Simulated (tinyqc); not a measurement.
Equilibrium crystal shape, supported particles, Gibbs-Thomson effect and coarsening: one step, computed by the program tinyqc.

A cubic crystal bounded by {100}, {110} and {111} facets only.

Question. The Wulff shape. Wulff construction: the facet planes lie at distances lambda gamma from the centre, and the shape is the region inside all of them; V = (1/3) sum of area x distance. gamma_mean = sum A gamma / sum A; shape factor eta = A/V^(2/3) (4.836 for a sphere). lambda follows from V = N Omega.

Inputs (values chosen for the exercise, for a model cubic crystal): atoms in the particle N = 50000.

gamma (J/m^2): (100) 1.52, (110) 1.34, (111) 1.20

Omega = 16.95 angstrom^3

Constants: e = 1.602176634e-19 C.

Give: area fractions; gamma_mean; shape factor eta; distances of the planes from the centre; surface energy per atom.

Answer.

area fractions: {100} 0.1152, {110} 0.2797, {111} 0.6051

gamma_mean = 1.276 J/m^2

shape factor eta = 5.203

distances of the planes from the centre (nm): {100} 6.500, {110} 5.730, {111} 5.132

surface energy per atom = 0.07422 eV

Present: {100}, {110}, {111}.
